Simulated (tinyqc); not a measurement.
IGBT as a p-i-n diode in series with a MOS channel, on-state and switching loss: one step of the calculation.

High injection (n = p) in a drift layer from x = -W/2 (anode) to +W/2 (cathode side), recombination only in the layer with lifetime tau, ideal emitters. The channel feeds the cathode side and carries the whole current. Auger recombination, carrier-carrier scattering, emitter losses and the carrier dip under the p body are left out.

Problem. On-state voltage. n(x) = (tau J/(2 q La))[cosh(x/La)/sinh y - B sinh(x/La)/cosh y]. Vm = Vt [(8 b/(b + 1)^2)(sinh y/s) arctan(s sinh y) + B ln((1 + B tanh^2 y)/(1 - B tanh^2 y))], s = sqrt(1 - B^2 tanh^2 y); Vj = Vt ln(n(-W/2) n(W/2)/ni^2), ni = sqrt(Nc Nv) exp(-Eg/(2 Vt)), Eg in volts; Vc = J Rch; Von = Vm + Vj + Vc.

Inputs (values chosen for the exercise); material values close to those of silicon: temperature T = 400 K; band gap Eg = 1.12 eV; conduction-band density of states at T Nc = 4.26e19 cm^-3; valence-band density of states at T Nv = 4.16e19 cm^-3; high-injection lifetime tau = 1.5 us; current density J = 100 A/cm^2; channel and accumulation resistance Rch = 1.7 mohm cm^2.

Constants: q = 1.602176634e-19 C, kB = 1.380649e-23 J/K, Vt = kB T/q. Results are converted to the units shown.

b = 2.9137255
B = 0.48897796
La = 44.307403 um
y = 1.2413276

Wanted: Vm; Vj; Vc; Von.

Solution.

Vm = 0.10047 V
Vj = 0.71427 V
Vc = 0.17000 V
Von = 0.98473 V

Vm does not depend on J, since the carrier density grows with it. Junctions, layer and channel take 73, 10 and 17 % of Von.

Program tinyqc, `OMP_NUM_THREADS=1 python tinyqc.py 2590138 2590139 out.jsonl`; Intel Xeon 2.30GHz, shared host, one thread, about 0.01 s.
